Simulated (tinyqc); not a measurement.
# AlGaN/GaN HEMT with access regions, lumped model: effects of single changes

A polarisation-induced electron sheet under a Schottky gate, in series with two ungated access regions and contacts. Drift law v = mu E/(1 + mu E/vs) under the gate. Currents in mA/mm, resistances in ohm mm. No self-heating, no channel-length modulation; fits for polarisation, barrier and offset are chosen for the exercise.

Parameters, values chosen for the exercise; values close to those of AlGaN/GaN structures: aluminium share of the barrier x = 0.33; barrier thickness d = 15 nm; relative permittivity of barrier and channel eps_r = 9.2; channel mobility mu = 1800 cm^2/(V s); saturation velocity vs = 1e7 cm/s; gate length Lg = 0.5 um; source access length Ls = 2 um; drain access length Ld = 8 um; resistance of each contact Rc = 0.56 ohm mm; share of the drain-access electrons removed by traps ft = 0; gate voltage Vg = -1 V.

Constants: q = 1.602176634e-19 C, eps0 = 8.8541878128e-14 F/cm where lengths are in cm. Results are converted to the units shown.

Each table varies one quantity; the others keep the values above.

## Output curve without and with trapping

sigma = (5e13 x + 1.6e13 x^2) cm^-2, phiB = 0.84 + 1.3 x, dEc = 0.7 (1.71 x + x^2) in volts, Cb = eps0 eps_r/d, VT = phiB - dEc - q sigma/Cb, access density n0 = -Cb VT/q. Access resistance R(L, n) = L/(q mu n sqrt(1 - (I/(q n vs))^2)); Rs = Rc + R(Ls, n0), Rd = Rc + R(Ld, (1 - ft) n0). Vg' = Vg - I Rs, Vd' = Vd - I (Rs + Rd); with u = Vg' - VT, Vc = vs Lg/mu and w the smaller of Vd' and Vc [sqrt(1 + 2 u/Vc) - 1] (0 if negative), the channel gives (mu Cb/Lg)(u w - w^2/2)/(1 + w/Vc). I equals that channel current. The two columns take ft = 0 and ft = 0.3; collapse = 1 - (second)/(first).

Output curve without and with trapping:

| Vd (V) | I, ft = 0 (mA/mm) | I, ft = 0.3 (mA/mm) | collapse (%) |
|---|---|---|---|
| 0.25 | 71.35 | 58.57 | 17.90 |
| 0.5 | 142.2 | 116.8 | 17.85 |
| 1 | 281.6 | 231.6 | 17.74 |
| 2 | 545.1 | 450.3 | 17.40 |
| 3 | 771.1 | 646.3 | 16.18 |
| 4 | 905.6 | 808.2 | 10.75 |
| 6 | 909.4 | 909.4 | 0.00 |
| 8 | 909.4 | 909.4 | 0.00 |
| 12 | 909.4 | 909.4 | 0.00 |

What does the comparison show?

Without trapping the current rises from 71.3 to 909 mA/mm and first comes within 2 % of its last value at Vd = 4 V among the rows; with trapping that knee lies at 6 V. The collapse is 18 % in the first row, at most 18 % and 0 % in the last: once the gated channel saturates, the drain access only takes spare voltage. For Vd = 6 to 12 V the power passes 5 W/mm, where self-heating, left out here, lowers the current.

## Effect of the gate voltage

Same model as above.

Isat is I at Vd = 10 V, gm = dIsat/dVg, Ron the limit of Vd/I at small Vd.

The same in every row: VT (V) = -4.584; n0 (cm^-2) = 1.554e13.

Effect of the gate voltage:

| Vg (V) | Ron (ohm mm) | Isat (mA/mm) | gm (mS/mm) |
|---|---|---|---|
| -4.2 | 4.683 | 53.10 | 198.3 |
| -3.4 | 3.783 | 241.2 | 257.5 |
| -2.6 | 3.609 | 455.8 | 276.2 |
| -1.8 | 3.535 | 680.5 | 284.4 |
| -0.9 | 3.490 | 938.1 | 286.9 |
| -0.1 | 3.466 | 1167 | 284.3 |
| 0.7 | 3.448 | 1392 | 276.8 |
| 1.5 | 3.436 | 1608 | 262.9 |

As Vg goes from -4.2 to 1.5 V, Ron falls from 4.68 to 3.44 ohm mm, Isat rises from 53.1 to 1610 mA/mm and gm goes from 198 through a maximum of 287 (at Vg = -0.9 V among the rows listed) to 263 mS/mm. The ceiling Cb vs is 543 mS/mm. For Vg = -1.8 to 1.5 V the power passes 5 W/mm, where self-heating, left out here, lowers the current. At Vg = 1.5 V Vg comes within 0.2 V of phiB or passes it, so at low drain current, as for Ron, the Schottky gate would conduct.

## Effect of the gate length

Same model as above.

The same in every row: VT (V) = -4.584; n0 (cm^-2) = 1.554e13.

Effect of the gate length:

| Lg (um) | Ron (ohm mm) | Isat (mA/mm) | gm (mS/mm) |
|---|---|---|---|
| 0.05 | 3.366 | 1119 | 314.6 |
| 0.09 | 3.377 | 1083 | 310.7 |
| 0.16 | 3.397 | 1038 | 305.2 |
| 0.29 | 3.434 | 977.8 | 297.2 |
| 0.52 | 3.500 | 903.9 | 286.1 |
| 0.93 | 3.617 | 814.1 | 270.7 |
| 1.7 | 3.837 | 704.3 | 248.9 |
| 3 | 4.208 | 588.5 | 222.1 |

As Lg goes from 0.05 to 3 um, Ron rises from 3.37 to 4.21 ohm mm, Isat falls from 1120 to 589 mA/mm and gm falls from 315 to 222 mS/mm. The ceiling Cb vs is 543 mS/mm. In every row the power passes 5 W/mm, where self-heating, left out here, lowers the current.

Program tinyqc, `OMP_NUM_THREADS=1 python tinyqc.py 2570019 2570020 out.jsonl`; Intel Xeon 2.30GHz, shared host, one thread, about 0.02 s.
